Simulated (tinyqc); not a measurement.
The 3-omega method: a line heater on a substrate with a thin film. Inputs raised by 5 %, one at a time. Computed by tinyqc, a small Python program. Command: `OMP_NUM_THREADS=1 python tinyqc.py 3025634 3025635 out.jsonl threeomega sens`. One thread of a shared host (Intel(R) Xeon(R) Processor @ 2.30GHz), about 0.02 s of CPU time with the checks.

A current at angular frequency omega = 2 pi f heats the line at 2 omega with the amplitude P per length; the temperature swing Delta T at 2 omega gives a voltage at 3 omega. The substrate is taken as semi-infinite and isotropic, and the heat capacity of heater and film is left out.

Inputs (values chosen for the exercise, modelled on silica on silica):

| quantity | value | unit |
|---|---|---|
| substrate conductivity kappa | 1.37 | W/(m K) |
| substrate heat capacity C | 1.6 | 1e6 J/(m^3 K) |
| heater half-width b | 19 | micrometre |
| power amplitude per length P | 0.66 | W/m |
| current frequency f | 62 | Hz |
| film thickness t | 440 | nm |
| film conductivity kappa_f | 1.3 | W/(m K) |
| interface resistance R_i | 23 | m^2 K/GW |
| substrate thickness d_s | 725 | micrometre |
| temperature coefficient of resistance beta | 2.2 | 1e-3/K |
| voltage amplitude V_1 | 0.83 | V |

Method:
- D = kappa/C; q = sqrt(2 i omega/D); penetration depth 1/|q| = sqrt(D/(2 omega)).
- Delta T_s = (P/(pi kappa)) int_0^infinity (sin x/x)^2 / sqrt(x^2 + (q b)^2) dx with (q b)^2 = i |q b|^2, averaged over the heater width (12 Gauss-Legendre points on each of the pieces 0, 14 log-spaced edges from 1e-5 to 1, and multiples of pi to 40 pi; the tail adds 1/(4 (40 pi)^2)).
- For |q| b much below 1: Delta T_s = (P/(pi kappa)) [-ln(|q| b) + eta - i pi/4], eta = 3/2 - C_E = 0.92278, with Euler's C_E = 0.5772157.
- One-dimensional flow across the film: Delta T_f = P (t/kappa_f + R_i)/(2 b); total in-phase swing Delta T = Delta T_s + Delta T_f; third-harmonic amplitude V_3 = V_1 beta |Delta T|/2 with the out-of-phase part included; the apparent film conductivity is t/(t/kappa_f + R_i).

Runs:

| input moved | from | to | in-phase Delta T_s (K) | Delta T_f (K) | V_3 (mV) | penetration depth (micrometre) |
|---|---|---|---|---|---|---|
| base run | - | - | 0.23294 | 0.0062780 | 0.23930 | 33.151 |
| substrate conductivity kappa (W/(m K)) | 1.37 | 1.4385 | 0.22516 | 0.0062780 | 0.23107 | 33.970 |
| substrate heat capacity C (1e6 J/(m^3 K)) | 1.6 | 1.68 | 0.22949 | 0.0062780 | 0.23625 | 32.352 |
| power amplitude per length P (W/m) | 0.66 | 0.693 | 0.24459 | 0.0065919 | 0.25127 | 33.151 |
| current frequency f (Hz) | 62 | 65.1 | 0.22949 | 0.0062780 | 0.23625 | 32.352 |
| film thickness t (nm) | 440 | 462 | 0.23294 | 0.0065719 | 0.23955 | 33.151 |
| film conductivity kappa_f (W/(m K)) | 1.3 | 1.365 | 0.23294 | 0.0059981 | 0.23907 | 33.151 |
| interface resistance R_i (m^2 K/GW) | 23 | 24.15 | 0.23294 | 0.0062980 | 0.23932 | 33.151 |

Exponents ln(y'/y) / ln(x'/x):

| input | in-phase Delta T_s | Delta T_f | V_3 | penetration depth |
|---|---|---|---|---|
| substrate conductivity kappa | -0.697 | 0.000 | -0.717 | 0.5 |
| substrate heat capacity C | -0.306 | 0.000 | -0.263 | -0.5 |
| power amplitude per length P | 1.000 | 1.000 | 1.000 | 0.0 |
| current frequency f | -0.306 | 0.000 | -0.263 | -0.5 |
| film thickness t | 0.000 | 0.938 | 0.021 | 0.0 |
| film conductivity kappa_f | 0.000 | -0.935 | -0.020 | 0.0 |
| interface resistance R_i | 0.000 | 0.065 | 0.001 | 0.0 |

Which inputs matter most for each result?

Among the inputs moved here: in-phase Delta T_s answers most in size to power amplitude per length P (exponent +1.000), next to substrate conductivity kappa (-0.697); its exponent is below 0.0005 for film thickness t, film conductivity kappa_f, interface resistance R_i. Delta T_f answers most in size to power amplitude per length P (exponent +1.000), next to film thickness t (+0.938); its exponent is below 0.0005 for substrate conductivity kappa, substrate heat capacity C, current frequency f. V_3 answers most in size to power amplitude per length P (exponent +1.000), next to substrate conductivity kappa (-0.717). Its exponent +1.000 in power amplitude per length P: at fixed V_1 the swing is linear in P. penetration depth answers most in size to substrate conductivity kappa (exponent +0.500), and about equally to substrate heat capacity C (-0.500), current frequency f (-0.500); its exponent is below 0.0005 for power amplitude per length P, film thickness t, film conductivity kappa_f, interface resistance R_i. Its exponent -0.500 in current frequency f: a diffusion length.

Caution (all rows): the film does not conduct much worse than the substrate, so heat spreads in it and the one-dimensional step is only approximate, and wrong once kappa_f nears or exceeds kappa.
